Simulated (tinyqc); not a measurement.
# Worked calculation: thermoelectric coefficients with energy filtering, Landauer integrals

Program tinyqc, `OMP_NUM_THREADS=1 python tinyqc.py 2800010 2800011 out.jsonl`; Intel Xeon 2.30GHz, shared host, one thread, about 0.02 s. Printed values are rounded.

Bulk parabolic band, x = (E - Ec)/kB T, C = hbar^2/(2 m0), kB T in eV. Modes per area gv m kB T x/(4 pi C) times the back-scattering length l0 x^rr give the transport function s0 X(x), s0 = (2 q^2/h) gv m kB T l0/(4 pi C), X = x^(1 + rr), multiplied by tb for x < xb. I_k = int X (x - eta)^k w dx, w = 1/(4 cosh^2((x - eta)/2)).

Values chosen for this exercise:
- T = 400 K (temperature)
- m = 0.7 m0 (mass of one valley)
- gv = 1 (valleys)
- l0 = 38 nm (back-scattering length at x = 1)
- rr = 0 (energy exponent of that length)
- kL = 0.34 W/(m K) (lattice thermal conductivity)
- eta = 3.7 (reduced Fermi level (EF - Ec)/kB T)
- xb = 5.4 (barrier height over kB T, above Ec)
- tb = 0.05 (share of the transport function left below the barrier)
- xa = 0 (lower end of the grid)
- xe = 14 (upper end of the grid)
- nE = 13 (points of the grid)

Constants: q = 1.602176634e-19 C, kB = 1.380649e-23 J/K, hbar = 1.054571817e-34 J s, h = 6.62607015e-34 J s, m0 = 9.1093837015e-31 kg, Vt = kB T/q, hbar^2/(2 m0) = 0.0380998212 eV nm^2. Results are converted to the units shown.

Range of the model: Parabolic bands, elastic scattering and a fixed kL make these model figures, not those of a material.

## The three integrals on a coarse grid

Simpson's rule on nE equally spaced points from xa to xe.

| point | x | X | w | X w |
|---|---|---|---|---|
| 0 | 0.0000 | 0 | 0.0235449 | 0 |
| 1 | 1.1667 | 0.0583333 | 0.0681440 | 0.00397506 |
| 2 | 2.3333 | 0.116667 | 0.161885 | 0.0188866 |
| 3 | 3.5000 | 0.175 | 0.247517 | 0.0433154 |
| 4 | 4.6667 | 0.233333 | 0.199620 | 0.0465780 |
| 5 | 5.8333 | 5.83333 | 0.0946844 | 0.552326 |
| 6 | 7.0000 | 7 | 0.0343059 | 0.240141 |
| 7 | 8.1667 | 8.16667 | 0.0112262 | 0.0916805 |
| 8 | 9.3333 | 9.33333 | 0.00355119 | 0.0331444 |
| 9 | 10.5000 | 10.5 | 0.00111130 | 0.0116686 |
| 10 | 11.6667 | 11.6667 | 3.46593e-4 | 0.00404358 |
| 11 | 12.8333 | 12.8333 | 1.07982e-4 | 0.00138576 |
| 12 | 14.0000 | 14 | 3.36308e-5 | 4.70832e-4 |

I_0, I_1, I_2 on this grid: [1.36246, 3.38736, 10.9494]

Converged values are 1.1380, 2.9687 and 10.272; the grid is 20 % above the first and 6.6 % above the last.

## Coefficients of the electrons

converged I_0, I_1, I_2: [1.13802, 2.96874, 10.2721]

sigma = s0 I_0, S = -(kB/q) I_1/I_0, Lorenz number L = (kB/q)^2 [I_2/I_0 - (I_1/I_0)^2], kappa_e = L sigma T.

s0 = 1483.80 S/cm
sigma = 1688.61 S/cm
S = -224.799 uV/K
L = 1.64933 x 1e-8 V^2/K^2
kappa_e = 1.11403 W/(m K)

L is 32 % below the Sommerfeld value (pi^2/3)(kB/q)^2 = 2.443e-8 V^2/K^2.

## Power factor and figure of merit

Power factor S^2 sigma, ZT = S^2 sigma T/(kappa_e + kL).

power factor = 8.53327 mW/(m K^2)
ZT = 2.34749
electronic share of kappa = 76.6167 %
